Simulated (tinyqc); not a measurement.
# Equation-of-state fits to an energy-volume table made by a known binding curve, step by step

A worked calculation. Computed by tinyqc, a small Python program that keeps every step. Command: `OMP_NUM_THREADS=1 python tinyqc.py 3014003 3014004 out.jsonl eosfit walk`. One thread of a shared host (Intel(R) Xeon(R) Processor @ 2.30GHz), about 0.02 s of CPU time with the checks. Intermediate numbers are printed to about 5 digits and carried at full precision; extremes and crossings named in words are read from the listed rows.

With x = (V/V_0)^(1/3), the energy per atom is E = D [exp(-2 eta (x - 1)) - 2 exp(-eta (x - 1))], so that B0 = 2 D eta^2/(9 V_0) and B' = 1 + eta. B' = dB/dP at P = 0.

Inputs (values chosen for the exercise, for a model crystal):
```
quantity                                 value             unit
cohesive energy D                         4.22          eV/atom
true volume V_0                           22.2  angstrom^3/atom
stiffness eta                             3.47                -
half-width of the volume window w         0.02                -
shift of the window centre s             0.015                -
points N                                     7                -
compression V/V_0 for the pressure test    0.9                -
```

Binding curve: Morse. Noise: none.

Constants: 1 eV/angstrom^3 = 160.2176634 GPa.

## Exact values of the curve

B0 and B' from the formulas above; P = -dE/dV at V = c V_0 (c the compression chosen), from the curve itself.

exact B0 = 81.492 GPa

exact B' = 4.47

exact pressure at c V_0 = 10.838 GPa

## Energy-volume table

Table: V_j = V_0 [1 + s + w (2 j/(N - 1) - 1)], j = 0..N-1, rounded to 0.001; E_j from the curve, rounded to 1e-7 eV.

Table:
```
V (angstrom^3)      E (eV)
22.089          -4.2198576
22.237          -4.2199844
22.385          -4.2196138
22.533          -4.2187637
22.681          -4.2174514
22.829          -4.2156933
22.977          -4.2135055
```

## Birch-Murnaghan fit

Third-order Birch-Murnaghan is a cubic in u = V^(-2/3): fit it by linear least squares, find the minimum, and take B0 = V E''(V), B' = -1 - V E'''/E'' there.

fitted E0 = -4.2200 eV

fitted V0 = 22.200 angstrom^3

fitted B0 = 81.495 GPa

fitted B' = 4.4903

root-mean-square residual = 1.7299e-05 meV

Against the exact curve V0 is off by 0.000 %, B0 by 0.00 % and B' by +0.5 %.

## Errors of the Birch-Murnaghan fit

Errors are fitted minus exact, relative; the pressure at c V_0 uses P = (3 B0/2) (x^7 - x^5) [1 + (3/4)(B' - 4)(x^2 - 1)], x = (V0/V)^(1/3) with the fitted values.

error of B0 = 0.0033272 %

error of B' = 0.45485 %

fitted pressure at c V_0 = 10.886 GPa

error of that pressure = 0.44142 %

## Vinet fit by Gauss-Newton steps

Vinet: E = E0 + (9 B0 V0/h^2) {1 + [h (1 - x) - 1] exp(h (1 - x))}, P = 3 B0 (1 - x) x^-2 exp(h (1 - x)), x = (V/V0)^(1/3), h = (3/2)(B' - 1). Gauss-Newton steps on (E0, V0, B0, B'): solve J d = r by least squares, r the residuals and J their derivatives (central differences, relative step 1e-5); start from the parabola fit in V with B' = 4; stop when all relative changes are below 1e-7.

Iterations:
```
step  E0 (eV)  V0 (angstrom^3)  B0 (GPa)      B'  rms residual (meV)
0     -4.2200           22.193    75.115  4.0000          1.6102e-01
1     -4.2200           22.201    81.494  4.4958          6.2863e-03
2     -4.2200           22.200    81.482  4.4591          2.8438e-05
3     -4.2200           22.200    81.482  4.4591          2.7752e-05
4     -4.2200           22.200    81.482  4.4591          2.7752e-05
```

B0, Vinet = 81.482 GPa

B', Vinet = 4.4591

## Five forms on the same table

Murnaghan: E = E0 + (B0 V/B') [(V0/V)^B'/(B' - 1) + 1] - B0 V0/(B' - 1), P = (B0/B') [(V0/V)^B' - 1]. Birch-Murnaghan: E = E0 + (9 V0 B0/16) [y^3 B' + y^2 (2 - 4 y)], y = (V0/V)^(2/3) - 1; P = (3 B0/2) (x^7 - x^5) [1 + (3/4)(B' - 4)(x^2 - 1)], x = (V0/V)^(1/3). All are least-squares fits to the energies; for polynomials in V, B0 = V E'' and B' = -1 - V E'''/E'' at the minimum.

Fitted values:
```
form             V0 (angstrom^3)  B0 (GPa)       B'  P at c V_0 (GPa)
exact                     22.200    81.492   4.4700            10.838
parabola in V             22.193    75.115  -1.0000                 -
cubic in V                22.200    81.315   4.0623                 -
Murnaghan                 22.200    81.523   4.5603            11.027
Birch-Murnaghan           22.200    81.495   4.4903            10.886
Vinet                     22.200    81.482   4.4591            10.824
```

In B0 the Birch-Murnaghan form comes closest (0.00 %) and the parabola in V form misses most (-7.83 %). A parabola in V has no third derivative, so its B' is -1 by construction. At c V_0, beyond the window, the pressure errors are Murnaghan +1.7 %, Birch-Murnaghan +0.4 %, Vinet -0.1 %.

## The width of the window

The table is made anew for each w.

Errors (%):
```
w     B0, parabola  B0, cubic  B0, Murnaghan  B0, Birch-Murnaghan  B0, Vinet  B', Birch-Murnaghan
0.03        -7.671     -0.088          0.019                0.006      0.000                0.593
0.05        -7.182      0.291         -0.079               -0.021      0.004                0.547
0.08        -5.980      1.226         -0.314               -0.086      0.016                0.442
0.12        -3.475      3.192         -0.782               -0.217      0.040                0.248
0.16         0.120      6.049         -1.413               -0.400      0.075               -0.026
0.22         7.771     12.261         -2.612               -0.765      0.144               -0.584
```

The Birch-Murnaghan error of B0 is smallest among these at w = 0.03 (0.006 % in size); it is 0.006 % at the narrowest and 0.765 % at the widest. This error comes from the form and grows with w. At the widest window the errors of B0 are +7.8 % for the parabola and +12.3 % for the cubic in V. The parabola changes sign: it reports the mean curvature of the window, which the shift s biases one way and the width the other.

Checks made by the program: nonlinear Birch-Murnaghan fit against the linear one (relative difference 6e-10).
